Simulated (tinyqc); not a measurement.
What moves the results: hole subbands of a hard-walled well, four-band Luttinger model. A value that a table varies takes the place of the one given here.

Hole energies are counted downwards from the unstrained band edge, c = hbar^2/2m0. After the usual block transformation one block is H = [[P + Q - Zs, R - i S], [R + i S, P - Q + Zs]] in (heavy, light), with P +/- Q = c [(g1 +/- g2) k^2 + (g1 -/+ 2 g2) kz^2], R = sqrt(3) c gR k^2, S = 2 sqrt(3) c g3 k kz, kz = -i d/dz; axial approximation gR = (g2 + g3)/2. Zs = b (e_par - e_perp) is the shear part of the strain (the hydrostatic part shifts all levels alike and is left out). Basis sqrt(2/L) sin(n pi z/L), n = 1 to N, for each component: kz^2 gives (n pi/L)^2 and the heavy-light block is R delta_nm - 2 sqrt(3) c g3 k D_nm with D_nm = 4 n m/(L (n^2 - m^2)) for n + m odd, 0 otherwise. The other block has the same levels. The split-off band is left out.

Constants: hbar^2/2m0 = 3.80998211 eV angstrom^2.

Parameters, chosen for this exercise (near those of Ge; not measured data):

| symbol | value | unit | meaning |
|---|---|---|---|
| g1 | 13.4 |  | Luttinger gamma1 |
| g2 | 4.23 |  | gamma2 |
| g3 | 5.69 |  | gamma3 |
| L | 120 | angstrom | well width along [001] |
| k | 0.0263 | 1/angstrom | wave vector in the plane |
| Zlist | (-0.0539, -0.0286, -0.017, -0.0099, 0, 0.0179, 0.0345) | eV | shear strain energies (negative: tension in the plane, for b < 0) |

## Which coupling does what

shear strain energy Zs = 0.020484 eV
N = 20, at the given k. Diagonal: R = S = 0. Along [100] and [110] gR is g2 and g3 instead of their mean.

Hole energies (meV):

| model | E1 | E2 | E3 | E4 |
|---|---|---|---|---|
| diagonal | 38.88 | 77.58 | 101.73 | 142.08 |
| R alone | 31.57 | 74.99 | 109.04 | 140.85 |
| S alone | 28.47 | 35.57 | 95.04 | 120.73 |
| axial | 19.80 | 37.82 | 94.46 | 124.38 |
| [100] | 21.71 | 37.63 | 94.62 | 123.41 |
| [110] | 17.77 | 37.87 | 94.27 | 125.49 |

How do the results move?

The couplings move E1 by -19.08 meV: R alone by -7.31, S alone by -10.41, so S matters more at k L/pi = 1.00 (R grows as k^2 and joins equal n, S as k and joins n of opposite parity). Warping spreads E1 by 3.94 meV between [100] and [110], the hole being heavier along [110]; the axial value lies between them.

## Strain

N = 20. dE is the rise of the top subband from k = 0 to k1 = pi/(4L), m1 = c k1^2/dE (dash if dE is not positive), and the heavy weight is taken at k = pi/L.

Top subband:

| Zs (eV) | HH1 (meV) | LH1 (meV) | dE (meV) | heavy weight | m1 (m0) |
|---|---|---|---|---|---|
| -0.0539 | 66.8 | 3.2 | 0.226 | 0.135 | 0.721 |
| -0.0286 | 41.5 | 28.5 | -0.916 | 0.264 | - |
| -0.0170 | 29.9 | 40.1 | 1.891 | 0.367 | 0.086 |
| -0.0099 | 22.8 | 47.2 | 2.135 | 0.447 | 0.076 |
| 0.0000 | 12.9 | 57.1 | 2.239 | 0.576 | 0.073 |
| 0.0179 | -5.0 | 75.0 | 2.343 | 0.791 | 0.070 |
| 0.0345 | -21.6 | 91.6 | 2.409 | 0.892 | 0.068 |

What can be read from the table?

HH1 and LH1 cross at Zs = -2 c g2 (pi/L)^2 = -0.0221 eV; for more negative Zs the light hole is on top. Among the rows with HH1 on top, m1 goes from 0.086 to 0.068 m0 as the splitting widens from 10 to 113 meV, against the unmixed 1/(g1 + g2) = 0.057: compression lightens the holes here. A dash marks a top subband whose hole energy at k1 lies below that at k = 0: an electron-like (negative) mass. m1 describes the neighbourhood of k = 0 only; where HH1 and LH1 lie close, the band may peak further out.

(tinyqc, `OMP_NUM_THREADS=1 python tinyqc.py 1250988 1250989 out.jsonl`, Intel(R) Xeon(R) Processor @ 2.30GHz, 1 thread, shared host, about 0.1 s.)
